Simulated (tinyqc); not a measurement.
Configuration-coordinate model of carrier capture at a defect: sweeps and comparisons. A value that a table varies takes the place of the one given here.

Two parabolas of equal curvature k in one coordinate Q: with the carrier free at the band edge, U_f = k Q^2/2; with the carrier trapped, U_t = k (Q - dQ)^2/2 - ET. ER = k dQ^2/2, Huang-Rhys factor S = ER/hw, hw = 0.0646541 sqrt(k/M) eV for k in eV/angstrom^2 and M in u. The curves cross at a height Eb = (ER - ET)^2/(4 ER) above the free minimum.

Multiphonon factor for giving p = ET/hw phonons to the lattice: W = exp(-S (2 nb + 1)) ((nb + 1)/nb)^(p/2) I_p(x), nb = 1/(exp(hw/kT) - 1), x = 2 S sqrt(nb (nb + 1)), I_p the modified Bessel function. Classical limit: W = hw exp(-Eb/kT)/sqrt(4 pi ER kT). At T = 0: exp(-S) S^p/Gamma(p + 1).

Constants: kB = 8.617333262e-05 eV/K.

Parameters, chosen for this exercise (of the size met at a deep level in Si; the results hold for these values, not for the real material): ET = 0.46 eV (thermal depth of the level below the band edge); ER = 0.13 eV (relaxation energy); hw = 0.043 eV (phonon energy of the mode); T = 200 K (temperature).

## Capture against temperature

The local activation energy is -d ln W/d(1/kT), by central differences with T changed by 1 %.

Against T:

| T (K) | kT/hw | log10 W | log10 W, classical | activation energy (eV) |
|---|---|---|---|---|
| 40 | 0.080 | -3.455 | -26.628 | 0.0000 |
| 60 | 0.120 | -3.455 | -17.921 | 0.0001 |
| 80 | 0.160 | -3.451 | -13.585 | 0.0005 |
| 120 | 0.240 | -3.418 | -9.276 | 0.0037 |
| 160 | 0.321 | -3.350 | -7.139 | 0.0105 |
| 220 | 0.441 | -3.207 | -5.409 | 0.0249 |
| 300 | 0.601 | -2.996 | -4.198 | 0.0465 |
| 400 | 0.802 | -2.752 | -3.380 | 0.0715 |
| 550 | 1.102 | -2.458 | -2.730 | 0.1004 |

log10 W at T = 0 = -3.455
Eb = 0.2094 eV

What can be read from the table?

At 40 K log10 W is -3.46, against -3.46 at T = 0 and -26.6 classically; at 550 K the two forms differ by +0.27. The activation energy read from an Arrhenius plot goes from 0.000 eV at 40 K to 0.100 at 550 K, with its largest value 0.100 at 550 K, against Eb = 0.209 eV; the classical form itself gives Eb - kT/2. A measured slope therefore understates the barrier.

## Capture against depth of the level

ET is varied at fixed ER, hw and T, as by moving the band edge with alloying or pressure.

Against ET:

| ET/ER | ET (eV) | Eb (eV) | log10 W | log10 W, classical |
|---|---|---|---|---|
| 0.10 | 0.013 | 0.0263 | -1.082 | -1.255 |
| 0.25 | 0.033 | 0.0183 | -0.918 | -1.052 |
| 0.50 | 0.065 | 0.0081 | -0.746 | -0.796 |
| 0.75 | 0.098 | 0.0020 | -0.674 | -0.642 |
| 1.00 | 0.130 | 0.0000 | -0.680 | -0.591 |
| 1.25 | 0.163 | 0.0020 | -0.750 | -0.642 |
| 1.50 | 0.195 | 0.0081 | -0.875 | -0.796 |
| 2.00 | 0.260 | 0.0325 | -1.258 | -1.410 |
| 3.00 | 0.390 | 0.1300 | -2.442 | -3.867 |

How do the results move?

Capture is fastest at ET/ER = 0.75 among these rows, where the barrier vanishes or nearly so. The classical form is symmetric about ET = ER; the quantum one gives -0.75 at 0.5 and -0.87 at 1.5, against -0.80 for both. At ET = 3 ER it lies 1.4 decades above the classical value: deep levels capture by emitting many phonons, and the rate falls with depth by 9.1 decades per eV between the last two rows. Rows deeper than the gap of the host are formal.

## Phonon side bands at T = 0

Weights exp(-S) S^j/j! of the line with j phonons, S = ER/hw; absorption at ET + j hw, emission at ET - j hw (a dash if negative).

Lines:

| j | weight | absorption (eV) | emission (eV) |
|---|---|---|---|
| 0 | 0.04864 | 0.460 | 0.460 |
| 1 | 0.14706 | 0.503 | 0.417 |
| 2 | 0.22230 | 0.546 | 0.374 |
| 3 | 0.22402 | 0.589 | 0.331 |
| 4 | 0.16932 | 0.632 | 0.288 |
| 5 | 0.10238 | 0.675 | 0.245 |
| 6 | 0.05159 | 0.718 | 0.202 |
| 7 | 0.02228 | 0.761 | 0.159 |
| 8 | 0.00842 | 0.804 | 0.116 |
| 9 | 0.00283 | 0.847 | 0.073 |
| 10 | 0.00086 | 0.890 | 0.030 |
| 11 | 0.00024 | 0.933 | - |
| 12 | 0.00006 | 0.976 | - |
| 13 | 0.00001 | 1.019 | - |

What does this show?

The zero-phonon line holds 4.86 % of the band and the largest weight falls on j = 3, next to S = 3.02; the lines listed add to 1.0000.

## What each parameter does

Eb, log10 W and the full width 2.35482 sqrt(ER hw coth(hw/2kT)). Each row changes one parameter from the base and keeps the others.

Results:

| case | Eb (eV) | log10 W | full width (eV) |
|---|---|---|---|
| base | 0.2094 | -3.258 | 0.1912 |
| ET = 0.5 eV | 0.2633 | -3.771 | 0.1912 |
| ER = 0.18 eV | 0.1089 | -2.312 | 0.2250 |
| hw = 0.0516 eV | 0.2094 | -2.894 | 0.2028 |
| T = 230 K | 0.2094 | -3.181 | 0.1975 |

How do the results move?

The largest shifts from the base row, up to three for each result and ties (the steps differ in size, so this ranks the rows, not the parameters). Eb (eV): ER -0.1005, ET +0.0538; unchanged at the printed digits by hw and T. log10 W: ER +0.946, ET -0.513, hw +0.364. full width (eV): ER +0.0338, hw +0.0115, T +0.0062; unchanged at the printed digits by ET.

tinyqc: `OMP_NUM_THREADS=1 python tinyqc.py 1452777 1452778 out.jsonl`; about 0.01 s, one thread, shared Intel(R) Xeon(R) Processor @ 2.30GHz.
